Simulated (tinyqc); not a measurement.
# Gap voltage and exponent from three temperatures

Question. At constant current VBE(T) = Vg0 - a T - eta (kB T/q) ln T, where a is a constant. Find Vg0, eta and dVBE/dT at the middle temperature.

Constants: q = 1.602176634e-19 C, kB = 1.380649e-23 J/K. Results are converted to the units shown.

T (K): [233, 300, 330]
VBE at a constant current (V): [0.7996813058, 0.6697253301, 0.6098274801]

Answer. The relation is linear in Vg0, a and eta, so three points give a linear system; the slope is (VBE - Vg0 - eta kB T/q)/T. eta rests on the curvature of VBE(T) alone, so real fits need accuracy of some tens of microvolts or better.

Vg0 = 1.163 V
eta = 3.900
dVBE/dT = -1.980 mV/K

Numbers from tinyqc (`OMP_NUM_THREADS=1 python tinyqc.py 2062096 2062097 out.jsonl`; about 0.03 s on one thread of a shared Intel Xeon 2.30GHz).
